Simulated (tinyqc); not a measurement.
AlGaN/GaN HEMT with access regions, lumped model: one step of the calculation.

A polarisation-induced electron sheet under a Schottky gate, in series with two ungated access regions and contacts. Drift law v = mu E/(1 + mu E/vs) under the gate. Currents in mA/mm, resistances in ohm mm. No self-heating, no channel-length modulation; fits for polarisation, barrier and offset are chosen for the exercise.

Question. Polarisation charge, threshold and sheet resistance. sigma = (5e13 x + 1.6e13 x^2) cm^-2, phiB = 0.84 + 1.3 x, dEc = 0.7 (1.71 x + x^2) in volts, Cb = eps0 eps_r/d, VT = phiB - dEc - q sigma/Cb, access density n0 = -Cb VT/q. Rsh = 1/(q mu n0); largest access current q n0 vs.

Values chosen for this exercise; values close to those of AlGaN/GaN structures:
```
symbol,value,unit,meaning
x,0.2,,aluminium share of the barrier
d,18,nm,barrier thickness
eps_r,9.1,,relative permittivity of barrier and channel
mu,1200,cm^2/(V s),channel mobility
vs,1.2e7,cm/s,saturation velocity
```

Constants: q = 1.602176634e-19 C, eps0 = 8.8541878128e-14 F/cm where lengths are in cm. Results are converted to the units shown.

Give: sigma; Cb; VT; n0; Rsh; q n0 vs.

Answer.

sigma = 1.0640e13 cm^-2
Cb = 0.44763 uF/cm^2
VT = -2.9757 V
n0 = 8.3138e12 cm^-2
Rsh = 625.62 ohm
q n0 vs = 1598.4 mA/mm

Program tinyqc, `OMP_NUM_THREADS=1 python tinyqc.py 2570132 2570133 out.jsonl`; Intel Xeon 2.30GHz, shared host, one thread, about 0.02 s.
